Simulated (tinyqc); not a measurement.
Worked calculation: plane-wave Kohn-Sham cycle with exchange-only LDA in a layered model solid. One step of it, computed by the program tinyqc.

Problem. Iteration 2: levels at that k. Diagonalise the Hermitian matrix.

H (hartree):
```
           -2         -1         +0         +1         +2
-2   0.436178  -0.145506   0.009656   0.001659  -0.000099
-1  -0.145506  -0.085572  -0.145506   0.009656   0.001659
+0   0.009656  -0.145506  -0.227867  -0.145506   0.009656
+1   0.001659   0.009656  -0.145506   0.009292  -0.145506
+2  -0.000099   0.001659   0.009656  -0.145506   0.625905
```

Give: eigenvalues.

Solution.

eigenvalues (hartree): -0.3643  -0.0920  0.0764  0.4774  0.6606
